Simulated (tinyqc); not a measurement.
Gate sheet resistance from two finger widths.

Problem. At low frequency R = Rsh Wf/(3 L) + B/Wf, where B collects the channel and vertical terms. Find Rsh, B and the width of lowest R.

Parameters, values chosen for the exercise:
- L = 1.3 um (channel length)

input resistance of single fingers, contacted at one end, of width 0.73 and 5.3 um (ohm): 221.79860  49.214320

Answer. R Wf is a straight line in Wf^2; the minimum of R lies where both terms are equal.

Rsh = 14.00 ohm/square
B = 160.0 ohm um
width of lowest R = 6.676 um

Computed by the program tinyqc: `OMP_NUM_THREADS=1 python tinyqc.py 2262023 2262024 out.jsonl`, one thread of a shared Intel Xeon 2.30GHz, about 0.01 s for the whole run.
